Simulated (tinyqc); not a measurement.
Lattice vibrations of a chain, step by step. One step of it, computed by the program tinyqc.

Problem. Dynamical matrix at q = 0.3. q is in units of 2 pi/a. A spring k from atom i to atom j, n cells on, adds k to Phi_ii and Phi_jj, -k exp(2 pi i q n) to Phi_ij and the conjugate to Phi_ji (for one atom a cell: 2k (1 - cos 2 pi q n)); D_ij = Phi_ij / sqrt(m_i m_j).

A chain moving along its axis:
```
atom   mass (u)  spring to the next atom (eV/angstrom^2)
1     81.400000                                 5.000000
2     11.900000                                17.200000
3     84.600000                                13.500000
4     86.800000                                 9.300000
```

Give: D(q).

Solution.

D(q) (eV/(angstrom^2 u)), lower triangle (Hermitian):
```
                1        2        3       4
1          0.1757
2         -0.1607   1.8655
3          0.0000  -0.5421   0.3629
4  0.0342-0.1052i   0.0000  -0.1575  0.2627
```
